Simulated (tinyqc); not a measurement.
Trap density and cross-section from the conductance peak.

Inverse problem. For a continuum of interface traps on an n-type substrate Gp/w peaks at 2 pi f tau = 1.9803 with the height 0.40237 q Dit, and tau = 1/(sn vth Nd exp(psi/Vt)) with psi = ps. Find Dit, tau and sn.

Values chosen for this exercise: temperature T = 300 K; donor density Nd = 4.5e16 cm^-3; band bending psi ps = -0.308 V; thermal velocity vth = 2.2e7 cm/s.

Constants: q = 1.602176634e-19 C, kB = 1.380649e-23 J/K, Vt = kB T/q. Results are converted to the units shown.

peak Gp/w = 10.959353 nF/cm^2
frequency of the peak = 626.80911 Hz

Solution. The height gives Dit, the position tau, and tau with the surface density gives sn.

Dit = 1.70e11 cm^-2 eV^-1
tau = 5.03e-4 s
sn = 3.00e-16 cm^2

tinyqc, about 0.02 s, one thread, Intel Xeon 2.30GHz (shared host): `OMP_NUM_THREADS=1 python tinyqc.py 2030170 2030171 out.jsonl`
